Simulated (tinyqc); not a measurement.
From results back to parameters: thin-body film or fin with hard walls, valleys of the Ge type.

Problem. In a hard-walled film E_1 = c (pi/t)^2/m_z, c = hbar^2/2m0. The splitting between the lowest levels of two valley groups, on the (110) face, was computed from a hidden thickness.

Constants: hbar^2/2m0 = 3.80998211 eV angstrom^2.

Inputs chosen for the exercise (out of a larger set: near those of Ge; not measured data): m_za = 0.2227 m0 (heavier confinement mass); m_zb = 0.082 m0 (lighter one).

splitting = 369.544 meV

Find: t; lower level.

Solution. t = pi sqrt(c (1/m_zb - 1/m_za)/splitting).

t = 28.0 angstrom
lower level = 0.2154 eV

Run: tinyqc, `OMP_NUM_THREADS=1 python tinyqc.py 1282630 1282631 out.jsonl`; Intel(R) Xeon(R) Processor @ 2.30GHz, one thread, shared host; about 0.01 s of CPU time with all checks.
